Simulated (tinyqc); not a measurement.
How far the spectrum must be known: Lorentz oscillators and the Kramers-Kronig relations.

eps(E) = 1 + sum_j S_j/(E0_j^2 - E^2 - i G_j E).

Kramers-Kronig: eps1(E) = 1 + (2/pi) P integral_0^infinity E1 eps2(E1)/(E1^2 - E^2) dE1. Maclaurin rule on the grid E_j = j h, j = 1 .. M: eps1(E_i) = 1 + (4 h/pi) sum over j with j - i odd of E_j eps2(E_j)/(E_j^2 - E_i^2); nothing is added above E_M.

Parameters, chosen for this exercise (line positions loosely like those of Si; Lorentz tails absorb below the gap, where the real solid is clear; shifted at random, so the results belong to these values and not to a real crystal):

| symbol | value | unit | meaning |
|---|---|---|---|
| E0 | (3.41, 4.22, 5.21) | eV | resonances |
| G | (0.23, 0.48, 1.24) | eV | widths |
| S | (41.6, 89.6, 66.7) | eV^2 | strengths |
| E_t | 1.4 | eV | energy below the first line |

The integrals are done by adaptive quadrature and cut at E_cut. f-sum share: (2/pi) integral of E eps2 over sum S. Static share: (2/pi) integral of eps2/E over eps(0) - 1.

Cut integrals:

| E_cut (eV) | eps1(E_t) | f-sum share | static share |
|---|---|---|---|
| 4.2 | 8.892 | 0.406 | 0.612 |
| 5.7 | 12.927 | 0.818 | 0.944 |
| 7.8 | 13.469 | 0.923 | 0.990 |
| 10.4 | 13.543 | 0.951 | 0.997 |
| 15.6 | 13.569 | 0.970 | 0.999 |
| 26.1 | 13.576 | 0.983 | 1.000 |

eps1(E_t) from the formula = 13.577

What can be read from this table?

Cut at 5.7 eV, just above the last line, eps1(E_t) lacks 0.650; cut at 26.1 eV it lacks 0.002. At 7.8 eV the static sum has reached 0.990 and the f-sum only 0.923: the f-sum weights eps2 by E and the static sum by 1/E, so the f-sum needs the far tail.

Program tinyqc; command `OMP_NUM_THREADS=1 python tinyqc.py 1682345 1682346 out.jsonl`; about 0.2 s on one thread of a shared Intel(R) Xeon(R) Processor @ 2.30GHz.
